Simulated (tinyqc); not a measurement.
Four-point probe at the centre of a round wafer.

Four collinear probes with spacing s at the centre of a thin disc of diameter d with an insulating edge: Rs = C V/I, C = pi/{ln 2 + ln[((d/s)^2 + 3)/((d/s)^2 - 3)]}; C tends to pi/ln 2 = 4.5324. x = d/s.

Parameters, values chosen for the exercise:
- ns = 5.2e14 cm^-2 (sheet density of the layer)
- mu = 50 cm^2/(V s) (drift mobility)
- I = 50 uA (current)

Constants: q = 1.602176634e-19 C. Results are converted to the units shown.

Four-point probe at the centre of a round wafer:
```
x	C	C over its limit	V for Rs = 1/(q ns mu) (mV)
3.5	2.633	0.5810	4.558
4	2.929	0.6462	4.098
5	3.362	0.7419	3.570
7.5	3.927	0.8665	3.056
10	4.171	0.9203	2.878
15	4.364	0.9630	2.750
20	4.436	0.9788	2.706
40	4.508	0.9946	2.663
100	4.528	0.9991	2.651
```

What does the table show?

C rises from 2.633 to 4.528. Using 4.5324 overstates Rs by 72.1 % in the first row and by under 1 % from d/s = 40 on among the rows.

Program tinyqc, `OMP_NUM_THREADS=1 python tinyqc.py 2850144 2850145 out.jsonl`; Intel Xeon 2.30GHz, shared host, one thread, about 0.01 s.
